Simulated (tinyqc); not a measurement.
# Metal gate on a two-layer dielectric stack with fixed charge and a dipole: flat band against the thickness t1

Gate, layer 2, layer 1, p-type semiconductor; x runs from the gate inwards. Charges are counted in units of +q. psi is the band bending at the surface, positive towards inversion. Classical charge, Boltzmann statistics, no interface traps.

EOT = 3.9 (t1/e1 + t2/e2), Cox = eps0/(t1/e1 + t2/e2); phi_ms = pM - (chi + Eg - Vt ln(Nv/Na)). Vfb = phi_ms + Vd - (q/eps0) [Q1 (t1/e1 + t2/e2) + Q2 t2/e2 + r1 (t1^2/(2 e1) + t1 t2/e2) + r2 t2^2/(2 e2)]: each charge counts with its electrical distance from the gate. ni = sqrt(Nc Nv) exp(-Eg/(2 Vt)), Eg in volts, pB = Vt ln(Na/ni), Vth = Vfb + 2 pB + sqrt(4 q eps0 eps_r Na pB)/Cox.

Parameters, values chosen for the exercise; band and dielectric values close to those of In0.53Ga0.47As, layer 1 close to silicon dioxide, layer 2 close to hafnium oxide:
```
symbol,value,unit,meaning
T,300,K,temperature
Eg,0.735,eV,band gap
eps_r,14,,relative permittivity
Nc,2.08e17,cm^-3,conduction-band density of states at T
Nv,7.68e18,cm^-3,valence-band density of states at T
chi,4.51,eV,electron affinity
Na,2.6e16,cm^-3,acceptor density
pM,4.89,eV,work function of the gate metal
e1,4.02,,relative permittivity of layer 1
t2,6,nm,"thickness of layer 2, next to the gate"
e2,21.5,,relative permittivity of layer 2
Q1,9.9e10,cm^-2,fixed charge at the semiconductor interface
Q2,2e12,cm^-2,fixed charge between the layers
r1,0,cm^-3,uniform charge density in layer 1
r2,0,cm^-3,uniform charge density in layer 2
Vd,0,V,flat-band shift by a dipole layer between the layers
```

Constants: q = 1.602176634e-19 C, kB = 1.380649e-23 J/K, Vt = kB T/q, eps0 = 8.8541878128e-14 F/cm where lengths are in cm. Results are converted to the units shown.

Results:
```
t1 (nm)  EOT (nm)   Vfb (V)  Vth (V)
0.5        1.5734  -0.31617  0.25186
0.9        1.9615  -0.31795  0.25843
1.6        2.6406  -0.32107  0.26991
1.9        2.9317  -0.32241  0.27484
2.3        3.3197  -0.32419  0.28140
2.6        3.6108  -0.32553  0.28633
3          3.9988  -0.32731  0.29289
```

Estimate the missing row, t1 = 1.2 nm.

Computed row:
```
t1 (nm)  EOT (nm)   Vfb (V)  Vth (V)
1.2        2.2526  -0.31929  0.26335
```

With this row back in the table: Vfb falls from -0.316 to -0.327 V and Vth rises from 0.252 to 0.293 V. The slope dVfb/dEOT is -4.59 mV/nm between the first two rows and -4.59 between the last two: a straight line, set by the charge below the growing layer, which reads as 9.90e10 cm^-2. A line through the end rows meets EOT = 0 at -0.309 V, against phi_ms + Vd = -0.208 V; an effective work function read from it is off by -101 mV from pM.

Program tinyqc, `OMP_NUM_THREADS=1 python tinyqc.py 2010066 2010067 out.jsonl`; Intel Xeon 2.30GHz, shared host, one thread, about 0.01 s.
